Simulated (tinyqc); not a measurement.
Comparisons within one model: donor near an oxide interface in a gate field (two-state model). A value that a table varies takes the place of the one given here.

Interface at z = 0 (hard wall), donor at z = d, field F pulling electrons to the interface: potential e F z; 1 kV/cm = 1e-5 eV/angstrom, c = hbar^2/2m0, q = e^2/(4 pi eps0), Q = (eps - eo)/(eps + eo). Donor state: E_D = e F d - ED - q Q/(4 eps d), the last term joining the images of ion and electron. Interface state: z exp(-b z/2) exp(-rho^2/(2 L^2)) with E_z = c b^2/(4 mz) + 3 e F/b + q Q b/(8 eps), minimised over b; in the plane at z = 3/b the ion (distance D = d - 3/b) and its image (D' = d + 3/b) give E_rho = c/(mt L^2) - (q/eps)(sqrt(pi)/L)[erfcx(D/L) + Q erfcx(D'/L)], erfcx(x) = exp(x^2) erfc(x), minimised over L. E_I = E_z + E_rho.

The two states couple by t = t0 exp(-D/aD) with t0 = q/(eps aD) (2 aD/L) sqrt(aD b/2) v, v a valley factor; this form is an estimate. With detuning u = E_D - E_I the splitting is sqrt(u^2 + 4 t^2) and the lower state has weight (1 - u/sqrt(u^2 + 4 t^2))/2 on the donor.

Constants: hbar^2/2m0 = 3.80998211 eV angstrom^2; e^2/(4 pi eps0) = 14.39964547 eV angstrom.

Values chosen for the exercise (near those of a donor in Si below SiO2, static dielectric constants; not measured data): d = 170 angstrom (depth of the donor); ED = 42.9 meV (bulk binding energy); mz = 0.898 m0 (mass across the interface); mt = 0.189 m0 (mass in the plane); eps = 11.5 (dielectric constant of the semiconductor); eo = 3.9 (dielectric constant of the oxide); aD = 21.2 angstrom (donor radius); v = 0.43 (valley factor); Fl = (35.61, 35.77, 35.834, 35.866, 35.898, 35.962, 36.123) kV/cm (fields); dl = (65, 90, 120, 155, 200, 250) angstrom (depths).

## Sweeping the field

Both levels, the splitting, the donor weight and the mean depth w d + (1 - w) 3/b.

Results:
```
F (kV/cm)  E_D (meV)  E_I (meV)  splitting (meV)  donor weight  mean depth (angstrom)
35.610        16.728     17.049            0.323         0.996                  169.5
35.770        17.000     17.121            0.127         0.974                  166.7
35.834        17.109     17.149           0.0572         0.852                  151.2
35.866        17.163     17.164           0.0406         0.502                  106.9
35.898        17.218     17.178           0.0570         0.149                   62.2
35.962        17.327     17.207            0.127         0.026                   46.6
36.123        17.600     17.278            0.325         0.004                   43.7
```

E_D rises by 1.70 and E_I by 0.45 meV per kV/cm, so they cross once, near 35.9 kV/cm, where the splitting is 2t = 0.0406 meV. The donor weight passes from 0.85 to 0.15 while the detuning goes from -2t to 2t, a window of 0.065 kV/cm or 0.18 % of the field; across the table the charge moves by 126 angstrom.

## Depth of the donor

Critical field, and the coupling, E_rho and L at that field.

Results:
```
d (angstrom)  critical field (kV/cm)  e F d/ED  t (meV)  E_rho (meV)  L (angstrom)
65                             121.5     1.841      3.4       -20.77            58
90                              78.5     1.648     0.96       -15.62            73
120                             54.6     1.528     0.22       -12.08            90
155                             40.0     1.447    0.041        -9.58           108
200                             29.6     1.381   0.0049        -7.59           130
250                             22.9     1.334  0.00048        -6.18           152
```

The critical field falls from 121 to 23 kV/cm, with exponent -1.24 in d, while t drops by a factor 7.1e+03, about e for each 21 angstrom at the end (aD = 21.2). One lattice plane (1.36 angstrom) of misplacement changes t by 6 % and the critical field by about 1.4 % at 120 angstrom.

## What each parameter does

Critical field (E_D = E_I), and t and L there. Each row changes one parameter from the base and keeps the others.

Results:
```
case                critical field (kV/cm)  t (meV)  L (angstrom)
base                                  35.9   0.0203         115.3
d = 185 angstrom                      32.5   0.0100         122.5
ED = 48.9 meV                         40.6   0.0188         116.1
aD = 23.3 angstrom                    35.9   0.0365         115.3
mz = 0.763 m0                         36.5   0.0215         114.7
mt = 0.217 m0                         35.7   0.0214         109.6
eo = 5.8                              34.9   0.0188         118.3
eps = 12.2                            36.2   0.0186         117.7
```

The largest shifts from the base row, up to three for each result and ties (the steps differ in size, so this ranks the rows, not the parameters). critical field (kV/cm): ED +4.7, d -3.4, eo -0.9; unchanged at the printed digits by aD. t (meV): aD +0.0162, d -0.0103, eps -0.00169. L (angstrom): d +7.2, mt -5.7, eo +3.0; unchanged at the printed digits by aD.

(tinyqc, `OMP_NUM_THREADS=1 python tinyqc.py 1282170 1282171 out.jsonl`, Intel(R) Xeon(R) Processor @ 2.30GHz, 1 thread, shared host, about 0.06 s.)
